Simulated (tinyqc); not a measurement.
Isotherms: adsorption as a lattice gas: isotherms with interactions, competition, desorption peaks and saturation dose. Computed by tinyqc, a small Python program. Command: `OMP_NUM_THREADS=1 python tinyqc.py 3031486 3031487 out.jsonl adsorb walk`. One thread of a shared host (Intel(R) Xeon(R) Processor @ 2.30GHz), about 0.2 s of CPU time with the checks.

One adsorbate per site; a molecule needs 1 empty site. Gas and surface have the same temperature.

Inputs (values chosen for the exercise, for a model surface):

| quantity | value | unit |
|---|---|---|
| desorption energy E | 1.69 | eV |
| prefactor nu | 1.1e+12 | 1/s |
| pair energy w (positive repels) | 0.037 | eV |
| neighbours z | 4 | - |
| site density N_s | 15 | 1/nm^2 |
| molecular mass M | 23.3 | u |
| sticking coefficient s0 | 0.0076 | - |
| temperature T | 549 | K |
| pressure p | 3e-05 | Pa |
| blocking by a second gas, K_B p_B | 0.94 | - |

Adsorption: molecular (first order).

Constants: u = 1.6605390666e-27 kg; k_B = 1.380649e-23 J/K; k_B = 8.617333262e-05 eV/K.

Method. Flux F = p/sqrt(2 pi M k_B T); k_d = nu exp(-E/(k_B T)); s0 F (1 - theta) = N_s k_d theta, so y = s0 F/(N_s k_d), theta = y/(1 + y). With a second gas on the same sites theta = y/(1 + y + K_B p_B). With u = w/(k_B T). Mean field: theta/(1 - theta) = y exp(-z u theta). Quasi-chemical: theta/(1 - theta) = y [(r - 1 + 2 theta)(1 - theta)/((r + 1 - 2 theta) theta)]^(-z/2) exp(-z u/2), r = sqrt(1 - 4 theta (1 - theta)(1 - exp(-u))).

u = 0.782090

Coverage; the first column is ln y - z u/2:

| ln y - z u/2 | no interaction | mean field | quasi-chemical |
|---|---|---|---|
| -5.0 | 0.03119 | 0.02860 | 0.02929 |
| -3.0 | 0.19219 | 0.13494 | 0.14352 |
| -2.0 | 0.39274 | 0.23607 | 0.24969 |
| -1.0 | 0.63742 | 0.36179 | 0.37264 |
| -0.5 | 0.74349 | 0.43012 | 0.43617 |
| 0.0 | 0.82695 | 0.50000 | 0.50000 |
| 0.5 | 0.88737 | 0.56988 | 0.56383 |
| 1.0 | 0.92852 | 0.63821 | 0.62736 |
| 2.0 | 0.97246 | 0.76393 | 0.75031 |
| 3.0 | 0.98969 | 0.86506 | 0.85648 |
| 5.0 | 0.99859 | 0.97140 | 0.97071 |

What does the comparison show, and why?

At half coverage the slope d theta/d ln y is 1/4 without interaction, 1/(4 + z u) = 0.140 in mean field and 0.128 in the pair theory, 1/[4 + 2 z (exp(u/2) - 1)]. Repulsion spreads the filling over a wider range of pressure; the two theories differ by at most 0.014 in these rows.
